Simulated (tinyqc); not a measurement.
# From one set of inputs to another, one input at a time

Model: admittance spectroscopy and thermally stimulated current of one trap level in a depletion layer. Computed by tinyqc, a small Python program. Command: `OMP_NUM_THREADS=1 python tinyqc.py 3111254 3111255 out.jsonl admit ladder`. One thread of a shared host (Intel(R) Xeon(R) Processor @ 2.30GHz), about 0.01 s of CPU time with the checks.

A Schottky junction on n-type material holds one donor-like electron trap; shallow donors are fully ionised and abrupt depletion edges are assumed.

The inputs printed are set A. Set A is modelled on n-type GaAs; the values taken over come from a set modelled on n-type germanium. Inputs not listed in the table keep their values of set A, so the rows need not describe a real material.

Inputs (values chosen for the exercise, modelled on n-type GaAs):
```
quantity                         value    unit
dielectric constant eps             13       -
density-of-states mass m        0.0657     m_0
shallow doping N               3.9e+16  1/cm^3
trap density N_t               1.1e+16  1/cm^3
trap depth E_t below the band    0.357      eV
capture cross section sigma    1.4e-14    cm^2
band bending V_b                  0.86       V
test frequency f                  5000      Hz
```

Constants: k_B = 1.380649e-23 J/K; m_0 = 9.1093837015e-31 kg; h = 6.62607015e-34 J s; k_B = 8.617333262e-05 eV/K; eps_0 = 8.8541878128e-12 F/m; e = 1.602176634e-19 C.

Method:
- N_c = 2 (2 pi m k_B T/h^2)^(3/2), v_th = sqrt(3 k_B T/m), emission rate e_n = sigma v_th N_c exp(-E_t/(k_B T)).
- Where the level crosses the Fermi level capture equals emission, so the trap follows the signal with the rate 2 e_n; G/omega peaks at omega = 2 e_n (the correction for large N_t/N is left out).
- Solve 2 e_n(T_p) = 2 pi f.
- With E_c - E_F = k_B T_p ln(N_c/N): lambda = sqrt(2 eps eps_0 (E_t - (E_c - E_F))/(e^2 N)); traps are empty and charged for x < x_t = w - lambda, and V_b = e (N w^2 + N_t x_t^2)/(2 eps eps_0). High frequency: C_hf = eps eps_0/w. Low frequency: C_lf = eps eps_0 (N + N_t)/(N w + N_t x_t).

Each row keeps all changes above it:
```
input moved                            from       to  peak temperature T_p (K)  C_hf (nF/cm^2)  lambda (nm)
set A                                     -        -                     253.8           66.01        106.9
density-of-states mass m (m_0)       0.0657    0.552                     227.2           66.41         97.1
capture cross section sigma (cm^2)  1.4e-14  5.6e-14                     212.6           66.34         98.7
test frequency f (Hz)                  5000      200                     184.8           66.22        101.5
band bending V_b (V)                   0.86     0.41                     184.8           94.04        101.5
trap depth E_t below the band (eV)    0.357    0.207                     112.1           95.26         78.5
trap density N_t (1/cm^3)           1.1e+16  1.3e+15                     112.1           93.86         78.5
shallow doping N (1/cm^3)           3.9e+16  1.9e+16                     112.1           65.68        110.2
```

Peak temperature T_p goes from 254 to 112, a factor 0.442 in all. The largest single move comes from trap depth E_t below the band (a factor 0.607). C_hf goes from 66.0 to 65.7, a factor 0.9949 in all. The largest single move comes from shallow doping N (a factor 0.700), and band bending V_b works against it (a factor 1.42). Lambda goes from 107 to 110, a factor 1.030 in all. The largest single move comes from shallow doping N (a factor 1.40), and trap depth E_t below the band works against it (a factor 0.773). The single moves hold for this order of the switches; the total does not depend on the order.

Extremes, crossings and ranges named in words are read from the listed rows.
